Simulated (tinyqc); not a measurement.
## Trap density and cross-section from the conductance peak

Problem. For a continuum of interface traps on an n-type substrate Gp/w peaks at 2 pi f tau = 1.9803 with the height 0.40237 q Dit, and tau = 1/(sn vth Nd exp(psi/Vt)) with psi = ps. Find Dit, tau and sn.

Inputs (values chosen for the exercise):
- T = 300 K (temperature)
- Nd = 2.6e16 cm^-3 (donor density)
- ps = -0.122 V (band bending psi)
- vth = 2.4e7 cm/s (thermal velocity)

Constants: q = 1.602176634e-19 C, kB = 1.380649e-23 J/K, Vt = kB T/q. Results are converted to the units shown.

peak Gp/w = 59.954107 nF/cm^2
frequency of the peak = 2.9831482e5 Hz

Solution. The height gives Dit, the position tau, and tau with the surface density gives sn.

Dit = 9.30e11 cm^-2 eV^-1
tau = 1.06e-6 s
sn = 1.70e-16 cm^2

Numbers from tinyqc (`OMP_NUM_THREADS=1 python tinyqc.py 2030118 2030119 out.jsonl`; about 0.02 s on one thread of a shared Intel Xeon 2.30GHz).
